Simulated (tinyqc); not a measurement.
Band-to-band tunnelling in a uniform field: complex band structure along [001] in sp3s* tight binding.

For k = (0, 0, kz) the phase sums are g0 = cos(phi) and g3 = i sin(phi), phi = kz a/4, and the s, pz, s* orbitals of anion (a) and cation (c) decouple from px, py. With z = exp(i phi), H(z) = H0 + z T + T^T/z for any complex z. H0 is diagonal (Esa, Epa, Exa, Esc, Epc, Exc). The anion-cation block is B(z) = z U + W/z and the cation-anion block z W^T + U^T/z, where U has Vss/2 (s,s), Vsapc/2 (s,z), -Vscpa/2 (z,s), Vxx/2 (z,z), Vxapc/2 (s*,z), -Vpaxc/2 (z,s*), and W has the same values with the s-z and s*-z signs reversed. |z| = 1 is a band state, |z| < 1 decays along [001] as exp(-kappa d) over a distance d, kappa = -(4/a) ln|z|. No spin-orbit coupling.

Constants: hbar^2/2m0 = 3.80998211 eV angstrom^2.

Values chosen for the exercise (out of a larger set: near a published set for GaSb, fitted to gaps, whose masses and valley positions are rough (light masses up to twice too heavy); not measured data): p = (-7.365, 0.849, -3.904, 2.917, 6.607, 6, -6.187, 1.566, 4.141, 4.986, 4.662, 5.001, 4.264) eV (order Esa, Epa, Esc, Epc, Exa, Exc, Vss, Vxx, Vxy, Vsapc, Vscpa, Vxapc, Vpaxc); a = 6.102 angstrom (lattice constant).

Ev = 0.00643 eV
EG (direct gap) = 0.78352 eV

masses of this model, from the curvature at Gamma (m0): m_lh 0.05334, m_e 0.06568

WKB at zero transverse momentum: T = exp(-2 I/(eF)), I = integral of kappa dE across the direct gap (8 Gauss-Legendre points in theta, E = EG sin^2 theta, 0 to pi/2); 1 MV/cm = 0.01 V/angstrom. The two-band form gives I = (pi/8) sqrt(m/c) EG^(3/2) with m = 2 m_lh m_e/(m_lh + m_e).

Tunnelling:
```
F (MV/cm)  path EG/eF (angstrom)  exponent 2I/eF  T, tight binding  T, two-band
0.50                       156.7          13.507          1.36e-06     1.31e-06
0.75                       104.5           9.004          0.000123     0.000120
1.00                        78.4           6.753           0.00117      0.00115
1.50                        52.2           4.502            0.0111       0.0110
2.00                        39.2           3.377            0.0342       0.0339
4.00                        19.6           1.688             0.185        0.184
```

Give the missing row, F (MV/cm) = 3.00.

Computed row:
```
F (MV/cm)  path EG/eF (angstrom)  exponent 2I/eF  T, tight binding  T, two-band
3.00                        26.1           2.251             0.105        0.105
```

I, tight binding = 0.033766 eV/angstrom
I, two-band = 0.033855 eV/angstrom

The two-band integral is +0.26 % from the tight-binding one, which makes the two-band T 0.9651 times the other at 0.5 MV/cm and 0.9956 times at 4 MV/cm. Doubling the field from 1 to 2 MV/cm halves the exponent and raises T by a factor 29.3. Where the exponent falls below about 2 the WKB form is only a guide.

(tinyqc, `OMP_NUM_THREADS=1 python tinyqc.py 1450399 1450400 out.jsonl`, Intel(R) Xeon(R) Processor @ 2.30GHz, 1 thread, shared host, about 0.02 s.)
